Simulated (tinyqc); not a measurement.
What moves the results: standing waves and exposure in a photoresist film. A value that a table varies takes the place of the one given here.

Normal incidence from air. Unexposed resist: N1 = n1 + i k1 with k1 = (A + B) lam/(4 pi), lam in micrometres. r01 = (1 - N1)/(1 + N1), t01 = 2/(1 + N1). Below the resist lie the layer Na = na + i ka and the substrate Ns = ns + i ks: r12 = (r1a + ras x)/(1 + r1a ras x), x = exp(4 pi i Na da/lam), r1a = (N1 - Na)/(N1 + Na), ras = (Na - Ns)/(Na + Ns). With p = exp(2 pi i N1 d/lam), the field at depth z is E(z) = t01 [exp(2 pi i N1 z/lam) + r12 p^2 exp(-2 pi i N1 z/lam)]/(1 + r01 r12 p^2), the relative intensity I(z) = n1 |E(z)|^2 and the reflectance R = |(r01 + r12 p^2)/(1 + r01 r12 p^2)|^2.

Parameters, chosen for this exercise (a resist on W, indices near tabulated ones; shifted at random, so the results belong to these values and not to a real crystal): lam = 248 nm (vacuum wavelength); n1 = 1.794 (resist index); A = 0.05 1/micrometre (bleachable absorption (Dill A)); B = 0.96 1/micrometre (fixed absorption (Dill B)); d = 468 nm (resist thickness); ns = 3.433 (substrate n); ks = 2.83 (substrate k); na = 1.835 (n of the bottom antireflection layer); ka = 0.401 (its k); da = 52 nm (its thickness).

## Swing of the coupled dose with resist thickness

The mean of I is taken over 800 depths; the relative dose to clear is taken as 1/(mean of I over the lowest period, 60 depths), scaled to 1 in the first row.

Swing:
```
d (nm)       R  mean I  relative dose
468.0   0.0780  0.7454          1.000
479.5   0.1120  0.7133          1.050
491.0   0.1188  0.7022          1.069
502.6   0.0928  0.7179          1.050
514.1   0.0584  0.7417          1.024
525.6   0.0508  0.7451          1.029
537.1   0.0778  0.7210          1.073
548.6   0.1096  0.6919          1.123
560.2   0.1160  0.6819          1.143
571.7   0.0918  0.6959          1.125
583.2   0.0597  0.7171          1.100
594.7   0.0526  0.7198          1.106
606.2   0.0777  0.6977          1.151
```

How do the results move?

The period is 69.1 nm, six rows. The relative dose swings between 1.000 and 1.151, a ratio (max - min)/mean of 0.139, against the estimate 4 sqrt(|r01|^2 |r12|^2) exp(-(A + B) d) = 0.081 for the oscillating part alone; the ratio from the table also holds the slow rise from absorption, 15.1 % over two periods, so the two are not strictly comparable.

## Tuning the antireflection layer

da takes the values listed; the contrast is (Imax - Imin)/(Imax + Imin) over the lowest period of the resist (60 depths).

Results:
```
da (nm)  |r12|^2  contrast
0         0.2986     0.810
10        0.2575     0.778
20        0.1563     0.656
30        0.0605     0.450
40        0.0128     0.231
50        0.0101     0.212
60        0.0287     0.323
75        0.0432     0.369
90        0.0231     0.271
110       0.0030     0.089
140       0.0170     0.230
```

How do the results move?

|r12|^2 starts at 0.2986 and is lowest, 0.0030, at 110 nm of those listed, where the contrast is 0.089 against 0.810. The contrast follows 2|r|/(1 + |r|^2), so even |r12|^2 = 0.01 leaves about 0.2. Values below 0.01 occur at 110 nm.

## What moves the exposure

The mean of I is over 800 depths. Each row changes one parameter from the base and keeps the others.

Results:
```
case                   |r12|^2       R  mean I  I at the bottom
base                    0.0130  0.0780  0.7454           0.4594
d = 478 nm              0.0130  0.1086  0.7167           0.4398
n1 = 1.812              0.0120  0.0952  0.7306           0.4557
B = 1.16 1/micrometre   0.0131  0.0774  0.7133           0.4182
ks = 2.547              0.0111  0.0791  0.7431           0.4657
da = 62 nm              0.0325  0.1260  0.7242           0.3959
ka = 0.521              0.0087  0.0979  0.7274           0.4706
```

How do the results move?

The largest shifts from the base row, up to three for each result and ties (the steps differ in size, so this ranks the rows, not the parameters). |r12|^2: da +0.0195, ka -0.0044, ks -0.0019; unchanged at the printed digits by d. R: da +0.0481, d +0.0306, ka +0.0199. mean I: B -0.0321, d -0.0287, da -0.0211. I at the bottom: da -0.0635, B -0.0411, d -0.0196.

Program tinyqc; command `OMP_NUM_THREADS=1 python tinyqc.py 1681135 1681136 out.jsonl`; about 0.01 s on one thread of a shared Intel(R) Xeon(R) Processor @ 2.30GHz.
